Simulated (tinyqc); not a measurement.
Self-consistent Fermi level with native defects, at growth and after a quench: one step, computed by the program tinyqc.

Energies are counted from the top of the valence band (VBM); when the gap shrinks with temperature the conduction band moves and the levels stay. D and A draw on one reservoir with opposite signs, as the two vacancies of a compound do.

Problem. After the quench to T. E_g(T) = E_g - slope x max(0, T - 300 K). N_c = 2 M_c (2 pi m_e k_B T/h^2)^(3/2) and N_v = 2 (2 pi m_h k_B T/h^2)^(3/2), masses in units of m_0. n = N_c F_1/2((E_F - E_g)/k_B T), p = N_v F_1/2(-E_F/k_B T). F_1/2(eta) = (2/sqrt(pi)) int_0^infinity sqrt(x)/(1 + exp(x - eta)) dx, by the trapezoid rule in t = sqrt(x) with step 0.02 up to t = 12 (for eta < -12 by exp(eta) - exp(2 eta)/2^(3/2)). After a quench the totals of D and A stay as grown, and each is shared among its charge states with weights exp(-(E_f(q, 0) + q E_F)/k_B T). Net charge = p - n + sum q c_q; the log ratio is ln(positive charge/negative charge). E_F is the root of the log ratio, by 50 bisections between -0.5 eV and E_g + 0.5 eV.

Inputs (values chosen for the exercise, with bands modelled on ZnO):
```
quantity                      value  unit
gap E_g at 300 K               3.42    eV
slope -dE_g/dT above 300 K  0.00039  eV/K
electron mass m_e             0.267   m_0
valleys M_c                       1     -
hole mass m_h                 0.795   m_0
growth temperature T_g         1480     K
temperature of use T            300     K
```

Added shallow dopant: none.

total D = 4.050001e+16 cm^-3

total A = 5.012490e+13 cm^-3

E_f(q, E_F = 0) (eV): D(+2) -2.578, D(+1) -0.338, D(0) 2.122, A(0) 3.979, A(-1) 5.209, A(-2) 6.819

Constants: m_0 = 9.1093837015e-31 kg; k_B = 1.380649e-23 J/K; h = 6.62607015e-34 J s; k_B = 8.617333262e-05 eV/K.

Give: E_F after the quench; n after the quench; p after the quench; Frozen defects.

Solution.

E_F after the quench = 2.615 eV

n after the quench = 1.041e+05 cm^-3

p after the quench = 2.083e-25 cm^-3

Frozen defects:
```
state  c (cm^-3)  share of its total
D(+2)  5.011e+07           1.237e-09
D(+1)  1.002e+14           2.475e-03
D(0)   4.040e+16           9.975e-01
A(0)   3.524e-27           7.030e-41
A(-1)  6.537e-04           1.304e-17
A(-2)  5.012e+13           1.000e+00
```
